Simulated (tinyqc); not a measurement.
A particle near a wafer in liquid: double-layer and van der Waals forces (DLVO), deposition barrier and removal: one step, computed by the program tinyqc. Command: `OMP_NUM_THREADS=1 python tinyqc.py 3110258 3110259 out.jsonl dlvo walk`. One thread of a shared host (Intel(R) Xeon(R) Processor @ 2.30GHz), about 0.01 s of CPU time with the checks.

Sphere and flat wall, Derjaguin approximation, constant potentials in the linear-superposition form, no retardation and no hydration force.

Question. Screening. kappa^2 = 2 z^2 e^2 N_A (1000 c)/(eps eps_0 k_B T); gamma_i = tanh(z e psi_i/(4 k_B T)); Z = 64 pi eps eps_0 (k_B T/(z e))^2 gamma_1 gamma_2.

Inputs (values chosen for the exercise, of the order of those for ceria on silica in water): particle radius R = 310 nm; potential of the particle psi_1 = -55 mV; potential of the wafer psi_2 = -35 mV; salt concentration c = 0.0024 mol/L; valence z of the symmetric salt = 1; temperature T = 323 K; dielectric constant of the liquid = 69.9.

Constants: e = 1.602176634e-19 C; N_A = 6.02214076e+23 1/mol; eps_0 = 8.8541878128e-12 F/m; k_B = 1.380649e-23 J/K; k_B = 8.617333262e-05 eV/K.

Give: kappa; Debye length; gamma_1; gamma_2; Z; kappa R.

Answer.

kappa = 0.1640 1/nm

Debye length = 6.099 nm

gamma_1 = -0.4574

gamma_2 = -0.3044

Z = 13.42 pN

kappa R = 50.83

Like signs: the double layers repel.
